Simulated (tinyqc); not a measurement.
## Mobility from the current

Inverse problem. A Schottky diode carries J = q Nc [vR vD/(vR + vD)] exp(-phi/Vt) [exp(V/Vt) - 1]. A* = 4 pi q me m0 kB^2/h^3 (times 1e-4 for A/(cm^2 K^2)); Nc = 2 (2 pi me m0 kB T/h^2)^1.5 (times 1e-6 for cm^-3); vR = A* T^2/(q Nc). Find vR, vD and mun.

Values chosen for this exercise; band and dielectric values those of a made-up semiconductor: temperature T = 300 K; electron mass me = 0.316 m0; barrier height seen from the metal phi = 1.3 eV; bias V = 0.68 V.

Constants: q = 1.602176634e-19 C, kB = 1.380649e-23 J/K, h = 6.62607015e-34 J s, m0 = 9.1093837015e-31 kg, Vt = kB T/q. Results are converted to the units shown.

J = 5.9500669e-5 A/cm^2
vD/mun = 13678.986 V/cm

Answer. J gives the effective velocity v, and 1/vD = 1/v - 1/vR.

vR = 4.785e6 cm/s
vD = 3.967e6 cm/s
mun = 290.0 cm^2/(V s)

Program tinyqc, `OMP_NUM_THREADS=1 python tinyqc.py 2640094 2640095 out.jsonl`; Intel Xeon 2.30GHz, shared host, one thread, about 0.01 s.
